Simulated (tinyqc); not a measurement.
Worked calculation: heavy doping: gap narrowing, degeneracy and the minority density. Values are carried at full precision from step to step, so a last printed digit may differ when a step is redone from the rounded ones.

Empirical narrowing (Slotboom form, constants chosen for the exercise; published fits of this form give the apparent narrowing, here it is taken as the true one): dEg = E0 [ln(N/N0) + sqrt(ln(N/N0)^2 + C)].

Constants: kB = 8.617333262e-05 eV/K; e^2/(4 pi eps0) = 14.39964547 eV angstrom.

Values chosen for the exercise (gap and densities of states near those of Si at this temperature; narrowing constants near the fits for Si; the results hold for these values, not for the real material): N = 3.1e+19 1/cm^3 (ionised donors, equal to the majority density); E0 = 7.28 meV (narrowing scale); N0 = 1e+17 1/cm^3 (onset density); C = 0.5 (smoothing constant); Nc = 2.59e+19 1/cm^3 (conduction-band density of states); Eg = 1.138 eV (gap); Nv = 1.07e+19 1/cm^3 (valence-band density of states); T = 300 K; eps = 12.1 (dielectric constant); Mv = 6 (majority valleys).

## Gap narrowing

Evaluate at N.

ln(N/N0) = 5.7366
dEg (empirical fit) = 83.84 meV

Well above N0 each decade of doping adds 2 E0 ln 10 = 33.5 meV.

## Degeneracy of the majority band

F_j(eta) = (1/Gamma(j + 1)) integral_0^infinity x^j dx/(1 + exp(x - eta)), which tends to exp(eta) for eta << 0.

Majority: N = Nc F_1/2(eta), eta the distance of EF beyond the majority band edge in kT. Degeneracy factor gam = F_1/2(eta)/exp(eta). ni0^2 = Nc Nv exp(-Eg/kT); product n p = ni0^2 gam exp(dEg/kT), dEg the true narrowing; apparent narrowing dEa = dEg + kT ln gam; minority density = n p/N.

Solve for eta and form gam.

N/Nc = 1.197
eta = 0.5961
gam = 0.6595

## Product and minority density

Combine both effects.

ni0 = 4.60e+09 1/cm^3
exp(dEg/kT) = 25.6
dEa = 73.1 meV
sqrt(n p) = 1.89e+10 1/cm^3
minority density = 11.5 1/cm^3

Narrowing multiplies the product by 25.6 and degeneracy by 0.659; together they change the minority density by a factor 16.9 against ni0^2/N.

## Two estimates of the size

Two physical estimates, e2 = e^2/(4 pi eps0), N in 1/angstrom^3: exchange shift at the Fermi level, Ex = (e2/eps) kF/pi with kF = (3 pi^2 N/Mv)^(1/3); screened-pair energy (Lanyon-Tuft), Es = (3/4)(e2/eps) qs with qs^2 = (4 pi e2 N/(eps kT)) F_-1/2(eta)/F_1/2(eta).

Evaluate both at N.

kF = 0.05348 1/angstrom
Ex = 20.26 meV
Es = 100.67 meV

Against the fitted dEg = 83.8 meV, Ex is 0.24 and Es 1.20 times as large; each keeps one mechanism only, and Ex assumes a strongly degenerate gas, while here eta is only 0.60.

## Checks

- Minority density against the Boltzmann occupation of the other band at the narrowed gap (1/cm^3): both 11.52.

tinyqc: `OMP_NUM_THREADS=1 python tinyqc.py 1680509 1680510 out.jsonl`; about 0.01 s, one thread, shared Intel(R) Xeon(R) Processor @ 2.30GHz.
